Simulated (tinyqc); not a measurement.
What each input does: propagation of a band-gap error through k.p and effective-mass formulas.

Chain, for a gap E (the reference Eg or another value), with Ep and Dso kept: 1/me = 1 + Ep (E + 2 Dso/3)/(E (E + Dso)); g* = 2 - 2 Ep Dso/(3 E (E + Dso)); g1(E) = g1 + (Ep/3)(1/E - 1/Eg), g2(E) = g2 + (Ep/6)(1/E - 1/Eg), light hole 1/(g1 + 2 g2), heavy hole 1/(g1 - 2 g2) along [100]; optical constant ei(E) = 1 + (ei - 1)(EP/(EP + E - Eg))^2, static e0(E) = ei(E) + e0 - ei.

Donor: R = Ry me/e0^2, a_B = a0 e0/me, Mott density (0.26/a_B)^3. Nc, Nv = 2 (m kT/(4 pi c))^(3/2), c = hbar^2/2m0, ni = sqrt(Nc Nv) exp(-E/2kT). Exciton: Ry mu/e0^2 with 1/mu = 1/me + g1(E). 1 angstrom^-3 = 1e24 cm^-3.

Constants: Ry = 13.60569312 eV; a0 (Bohr radius) = 0.5291772105 angstrom; kB = 8.617333262e-05 eV/K; hbar^2/2m0 = 3.80998211 eV angstrom^2.

Inputs chosen for the exercise (reference values near those of InSb, gap at low temperature; the results hold for these values, not for the real material):
```
symbol  value  unit  meaning
Eg      0.239  eV    gap at Gamma to the s-like level
Dso     0.795  eV    spin-orbit splitting
Ep      23.6   eV    Kane energy
g1      34.97        Luttinger gamma1
g2      15.54        gamma2
e0      16.68        static dielectric constant
ei      15.88        optical dielectric constant
EP      3.74   eV    mean (Penn) gap
mh      0.38   m0    density-of-states mass of the holes
T       77     K     temperature
Eg2     0.141  eV    a wrong gap
```

All at E = Eg2. Each row changes one parameter from the base and keeps the others.

Results:
```
case            me (m0)  light hole (m0)     e0  donor (meV)  exciton (meV)  log10 ni
base             0.0083           0.0089  17.49        0.368          0.249    12.022
Eg2 = 0.152 eV   0.0089           0.0096  17.40        0.398          0.270    11.685
Dso = 0.859 eV   0.0083           0.0089  17.49        0.369          0.249    12.024
Ep = 25.488 eV   0.0077           0.0087  17.49        0.341          0.234    11.997
g1 = 32.172      0.0083           0.0092  17.49        0.368          0.253    12.022
EP = 4.039 eV    0.0083           0.0089  17.43        0.370          0.250    12.022
ei = 17.15       0.0083           0.0089  17.56        0.365          0.247    12.022
mh = 0.35 m0     0.0083           0.0089  17.49        0.368          0.249    11.995
T = 83.16 K      0.0083           0.0089  17.49        0.368          0.249    12.414
```

The largest shifts from the base row, up to three for each result and ties (the steps differ in size, so this ranks the rows, not the parameters). me (m0): Ep -0.0006, Eg2 +0.0006; unchanged at the printed digits by Dso, g1, EP, ei, mh and T. light hole (m0): Eg2 +0.0007, Ep -0.0003, g1 +0.0002; unchanged at the printed digits by Dso, EP, ei, mh and T. e0: Eg2 -0.09, ei +0.07, EP -0.06; unchanged at the printed digits by Dso, Ep, g1, mh and T. donor (meV): Eg2 +0.031, Ep -0.027, ei -0.003, EP +0.003; unchanged at the printed digits by g1, mh and T. exciton (meV): Eg2 +0.021, Ep -0.015, g1 +0.004; unchanged at the printed digits by Dso, mh and T. log10 ni: T +0.392, Eg2 -0.337, mh -0.027; unchanged at the printed digits by g1, EP and ei.

Computed by tinyqc, a small Python program: `OMP_NUM_THREADS=1 python tinyqc.py 1880187 1880188 out.jsonl` (the numbers bound the seed that draws the inputs); one thread of a shared host (Intel(R) Xeon(R) Processor @ 2.30GHz), about 0.01 s for the whole set of steps.
